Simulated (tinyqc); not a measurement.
# Short-channel transistor, virtual-source model with series resistance: what changes with what

The current per gate width is the charge at the top of the source barrier (the virtual source) times its velocity times a saturation function; al and be are fitting constants of the model. Units: I in uA/um, Rs in ohm um, so I Rs = 1e-6 I Rs in volts; Q in uC/cm^2, so I = 1e-4 Q vx0 Fsat with vx0 in cm/s.

Parameters, values chosen for the exercise:

| symbol | value | unit | meaning |
|---|---|---|---|
| T | 300 | K | temperature |
| Cinv | 2.73 | uF/cm^2 | inversion capacitance |
| vx0 | 5.77e6 | cm/s | velocity at the virtual source |
| mu | 150 | cm^2/(V s) | apparent mobility |
| L | 130 | nm | channel length |
| VT0 | 0.299 | V | threshold at zero drain voltage |
| dl | 0.113 | V/V | drain-induced barrier lowering |
| n0 | 1.14 |  | subthreshold factor |
| nd | 0 | 1/V | growth of n with drain voltage |
| al | 3.5 |  | threshold shift (in units of Vt) from weak to strong inversion |
| be | 1.4 |  | sharpness of saturation |
| Rs | 70 | ohm um | series resistance of each contact |

Constants: q = 1.602176634e-19 C, kB = 1.380649e-23 J/K, Vt = kB T/q. Results are converted to the units shown.

Each table varies one quantity; the others keep the values above.

## Supply voltage at a fixed off current

Intrinsic voltages Vg' = Vgs - I Rs, Vd' = Vds - 2 I Rs. n = n0 + nd Vd', VT = VT0 - dl Vd', Ff = 1/(1 + exp((Vg' - VT + al Vt/2)/(al Vt))), Q = Cinv n Vt ln(1 + exp((Vg' - VT + al Vt Ff)/(n Vt))), Vdsat = (vx0 L/mu)(1 - Ff) + Vt Ff, Fsat = u/(1 + u^be)^(1/be) with u = Vd'/Vdsat, and I = Q vx0 Fsat per width. I is solved self-consistently. For each supply Vdd, VT0 is set so that I(Vgs = 0, Vds = Vdd) = 10 nA/um; Ion = I(Vdd, Vdd); C = Cinv L + 0.5 fF/um of parasitic capacitance; delay C Vdd/Ion, energy C Vdd^2.

Supply voltage at a fixed off current:
```
Vdd (V),VT0 (V),Ion (uA/um),delay (ps),energy (fJ/um)
0.4,0.3800,79.17,20.46,0.6478
0.5,0.3916,158.6,12.76,1.012
0.6,0.4030,255.1,9.522,1.458
0.7,0.4144,364.0,7.787,1.984
0.8,0.4258,481.2,6.732,2.591
0.9,0.4372,603.9,6.034,3.280
1,0.4485,730.5,5.543,4.049
1.1,0.4599,859.9,5.179,4.899
```

What does the comparison show?

The VT0 needed rises from 0.380 to 0.460 V and Ion rises from 79.2 to 860 uA/um. The delay falls from 20.5 to 5.18 ps, while the energy grows as Vdd^2. Going from 0.4 to 0.5 V changes the delay by -38 %, going from 1 to 1.1 V by -6.6 %.

## Effect of the threshold at zero drain voltage on the on and off currents

Same model as above.

Ion is I at Vgs = Vds = 0.5 V, Ioff at Vgs = 0, Vds = 0.5 V, and Rlin = Vds/I at Vgs = 0.5 V, Vds = 0.05 V.

Effect of the threshold at zero drain voltage on the on and off currents:
```
VT0 (V),Ion (uA/um),Ioff (nA/um),log10(Ion/Ioff),Rlin (ohm um)
0.15,345.6,9732,1.550,1051
0.2,306.4,3015,2.007,1189
0.25,267.2,784.7,2.532,1370
0.3,228.2,180.4,3.102,1614
0.35,189.9,38.07,3.698,1958
0.4,152.4,7.600,4.302,2473
0.45,116.1,1.465,4.899,3325
0.5,81.45,0.2767,5.469,4974
```

As VT0 goes from 0.15 to 0.5 V, Ion falls from 346 to 81.5 uA/um, Ioff falls from 9730 to 0.277 nA/um and Rlin rises from 1050 to 4970 ohm um. Ion changes by a factor of 0.236 and Ioff by 2.84e-5. The off current depends on it through an exponential, the on current about linearly. For VT0 = 0.15 to 0.2 V the off current passes 1 uA/um, so the device is hardly off at Vgs = 0.

## Transfer curves at low and high drain voltage

Same model as above.

Columns for Vds = 0.05 V and 0.5 V; gm = dI/dVgs at 0.5 V.

Transfer curves at low and high drain voltage:
```
Vgs (V),"I, low Vds (uA/um)","I, high Vds (uA/um)",gm (uS/um)
0,0.023001,0.18593,5.6412
0.06,0.12116,1.0681,29.633
0.12,0.52648,5.0537,120.32
0.19,2.2179,21.490,370.70
0.25,5.7490,50.569,581.23
0.31,11.120,88.872,680.30
0.38,18.233,138.41,729.70
0.44,24.564,183.04,756.47
0.5,31.085,229.01,774.20
```

What does the table show?

At Vds = 0.5 V the current spans 3.1 decades, from 0.186 to 229 uA/um. Between the first two rows the swing is 79.0 mV a decade, against n Vt ln 10 = 67.9. At Vgs = 0 the higher drain voltage raises the current by a factor of 8.08, at Vgs = 0.5 V by 7.37. The transconductance rises from 5.64 to 774 uS/um; Cinv vx0, its value in strong inversion and saturation without series resistance, is 1580 uS/um.

Numbers from tinyqc (`OMP_NUM_THREADS=1 python tinyqc.py 2380053 2380054 out.jsonl`; about 0.01 s on one thread of a shared Intel Xeon 2.30GHz).
